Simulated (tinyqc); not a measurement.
# Floating body of a partially depleted SOI transistor: body voltage and kink: effects of single changes

Source at 0 V. Channel current Ic = 2 nf K Vt^2 [F(0) - F(Vd)](1 + la Vd), F(V) = ln^2(1 + exp((Vg - VT - nf V)/(2 nf Vt))), VT = VT0 - gb Vb. Saturation voltage Vs = 2 Vt sqrt(F(0)) + 3 Vt, excess Ve = (Vd - Vs + sqrt((Vd - Vs)^2 + 0.0004 V^2))/2, multiplication M1 = Ai Ve exp(-Bl/Ve). Each junction passes D(v) = J1 (exp(v/Vt) - 1) + J2 (exp(v/(2 Vt)) - 1). Bipolar current Ib = bb J1 (exp(Vb/Vt) - 1). The body settles where M1 (Ic + Ib) = D(Vb) + D(Vb - Vd) + Vb/Rb; drain current Id = (1 + M1)(Ic + Ib) - D(Vb - Vd).

Values chosen for this exercise; values of the order met in partially depleted silicon-on-insulator transistors: temperature T = 300 K; threshold at zero body voltage VT0 = 0.52 V; fall of the threshold per volt of body voltage gb = 0.18; slope factor nf = 1.34; gain factor per width K = 170 uA/(V^2 um); channel-length modulation factor la = 0.05 1/V; impact-ionisation prefactor Ai = 2.11 1/V; impact-ionisation voltage Bl = 4.8 V; diffusion saturation current of each junction J1 = 1.1e-12 uA/um; recombination saturation current of each junction J2 = 1.2e-9 uA/um; gain of the lateral bipolar transistor on the diffusion current bb = 0; resistance of a weak body tie to the source (1e9 stands for no tie, and the term is then dropped) Rb = 30000 kohm um; gate voltage Vg = 0.85 V; drain voltage Vd = 2.1 V.

Constants: q = 1.602176634e-19 C, kB = 1.380649e-23 J/K, Vt = kB T/q. Results are converted to the units shown.

Each table varies one quantity; the others keep the values above.

## Output curve and kink

Rows with more than one solution for Vb (latch) are left out; dId/dVd by a forward difference over 1e-4 V, swing = 1e-4 V over the change of log10 Id; M1 under 1e-12 is printed as 0.

Results:
```
Vd (V)    Vb (V)        M1  Id, floating (uA/um)  Id, grounded (uA/um)  ratio  dId/dVd, floating (uS/um)  dId/dVd, grounded (uS/um)
0.8     0.008894  4.073e-5                 7.280                 7.210  1.010                      1.960                     0.3537
1         0.2222  8.108e-4                 9.141                 7.288  1.254                      22.44                     0.4495
1.2       0.6217  0.003923                 13.19                 7.405  1.781                      5.041                     0.7681
1.4       0.6700   0.01601                 14.01                 7.612  1.840                      3.858                      1.343
1.6       0.6981   0.04306                 14.84                 7.955  1.866                      4.636                      2.116
1.8       0.7183   0.08977                 15.90                 8.467  1.878                      6.021                      3.011
2.2       0.7463    0.2511                 19.00                 10.05  1.890                      9.574                      4.925
```

Estimate the missing row, Vd = 2 V.

Computed row:
```
Vd (V)  Vb (V)      M1  Id, floating (uA/um)  Id, grounded (uA/um)  ratio  dId/dVd, floating (uS/um)  dId/dVd, grounded (uS/um)
2       0.7338  0.1588                 17.27                 9.163  1.885                      7.721                      3.962
```

With this row back in the table: Vb rises from 0.00889 to 0.746 V and the ratio of the currents rises from 1.01 to 1.89. The output conductance with a floating body exceeds the grounded value by the largest factor among the rows, 49.9, at Vd = 1 V, where Vb = 0.222 V and M1 = 8.11e-4.

## Transfer curve and swing

Same model as above.

Results:
columns A: Vg (V); B: Vb (V); C: M1; D: Id, floating (uA/um); E: Id, grounded (uA/um); F: ratio; G: swing, floating (mV/decade); H: swing, grounded (mV/decade)
```
A            B       C         D         E      F      G      H
0.07  9.183e-6  0.3976  1.073e-6  1.073e-6  1.000  79.91  79.92
0.17  1.633e-4  0.3974  1.914e-5  1.913e-5  1.001  79.96  80.03
0.27  0.002905  0.3967  3.409e-4  3.359e-4  1.015  79.67  80.86
0.37   0.06415  0.3933  0.007576  0.005534  1.369  58.55  84.29
0.47    0.6683  0.3535    0.7983   0.07305  10.93  134.8  97.08
0.57    0.7026  0.3128     3.038    0.5717  5.313  222.7  134.3
0.67    0.7219  0.2708     7.041     2.302  3.059  336.0  207.7
0.87    0.7417  0.1951     19.59     10.70  1.830  591.9  429.3
```

Estimate the missing row, Vg = 0.77 V.

Computed row:
columns A: Vg (V); B: Vb (V); C: M1; D: Id, floating (uA/um); E: Id, grounded (uA/um); F: ratio; G: swing, floating (mV/decade); H: swing, grounded (mV/decade)
```
A          B       C      D      E      F      G      H
0.77  0.7339  0.2313  12.62  5.703  2.212  461.4  310.5
```

With this row back in the table: Vb rises from 9.18e-6 to 0.742 V. The smallest swing among the rows is 58.5 mV a decade with a floating body (at Vg = 0.37 V) and 79.9 with a grounded one; Vt ln 10 = 59.5. The floating swing is smaller by more than 3 % for Vg = 0.37 V, where the rising Vb lowers the threshold as Vg rises. In the first row the floating body raises the current by a factor of 1.00.

Range of the model: The multiplication law is an empirical form chosen for the exercise; self-heating and capacitive coupling to the body are left out, and the linear laws are rough once Vb passes about 0.7 V or M1 about 0.1.

Program tinyqc, `OMP_NUM_THREADS=1 python tinyqc.py 2182007 2182008 out.jsonl`; Intel Xeon 2.30GHz, shared host, one thread, about 0.2 s.
